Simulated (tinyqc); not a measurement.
Inside a calculation: core-shell quantum dot (spherical envelope functions). Values are carried at full precision from step to step, so a last printed digit may differ when a step is redone from the rounded ones.

Parabolic bands; strain and other valleys are left out. s states, u = r psi, hard wall at R + H, c = hbar^2/2m0, energies from the band edges of the core. Core: u = sin(k1 r)/k1, k1 = sqrt(m1 E/c). At R, psi and psi'/m are continuous, so u is continuous and its slope in the shell is s = u/R + (m2/m1)(u' - u/R). Shell: u(R + x) = u(R) cos(k2 x) + s sin(k2 x)/k2, k2 = sqrt(m2 (E - V)/c); for negative arguments the functions turn into sinh and cosh. A level has u(R + H) = 0.

Constants: hbar^2/2m0 = 3.80998211 eV angstrom^2; e^2/(4 pi eps0) = 14.39964547 eV angstrom; hc = 1239.841984 eV nm.

Parameters, chosen for this exercise (near those of a CdTe/CdSe core-shell dot; the results hold for these values, not for the real material): R = 32 angstrom (core radius); H = 11 angstrom (shell thickness); Vc = -0.322 eV (conduction edge of the shell above that of the core); me1 = 0.099 m0 (electron, core); me2 = 0.132 m0 (electron, shell); E = 0.13 eV (trial energy of the electron); Vv = 0.572 eV (hole barrier of the shell); mh1 = 0.349 m0 (hole, core); mh2 = 0.438 m0 (hole, shell); Eg = 1.517 eV (gap of the core); eps = 6.6 (dielectric constant).

## Shooting at a trial energy

Carry the electron solution outwards.

k1^2 = 0.0033780 1/angstrom^2
k2^2 = 0.015660 1/angstrom^2
u(R) = 16.492 angstrom
s = -0.5519
u(R + H) = -1.143 angstrom

u(R + H) is negative: one node has entered, so the lowest level lies below the trial energy.

## Ground states

Find the lowest root for electron and hole, and the share of u^2 inside the core.

Levels:

| carrier | E (eV) | share in the core |
|---|---|---|
| electron | 0.1195 | 0.793 |
| hole | 0.0785 | 0.981 |

The core holds 41 % of the volume. The line-up is of type II (Vc < 0), but the shell is too thin to draw the electron out, so both carriers sit mainly in the core.

## Overlap and Coulomb integrals

Overlap = (integral of u_e u_h)^2 with normalised u. Coulomb integrals J_ab = (q/eps) double integral of u_a(r)^2 u_b(s)^2/max(r, s), q = e^2/(4 pi eps0), one eps everywhere. Exciton E = Eg + E_e + E_h - J_eh; first-order biexciton shift J_ee + J_hh - 2 J_eh (positive: repulsive).

Integrate numerically.

overlap = 0.816

J_eh, J_ee, J_hh (meV): 88.3  78.8  104.9

## Exciton and biexciton

Give E, the wavelength hc/E and the biexciton shift.

E = 1.627 eV
wavelength = 762 nm
biexciton shift = 7 meV

At first order the shift is the Coulomb integral of the net charge density with itself and cannot be negative; correlation, left out here, lowers it, and may reverse a shift as small as this.

## Checks

- Level without offset and mass step against c (pi/(R + H))^2/m, eV: both 0.2054.
- J_ee in that case against 1.786 q/(eps (R + H)), meV: both 90.6.

Run: tinyqc, `OMP_NUM_THREADS=1 python tinyqc.py 1280714 1280715 out.jsonl`; Intel(R) Xeon(R) Processor @ 2.30GHz, one thread, shared host; about 0.03 s of CPU time with all checks.
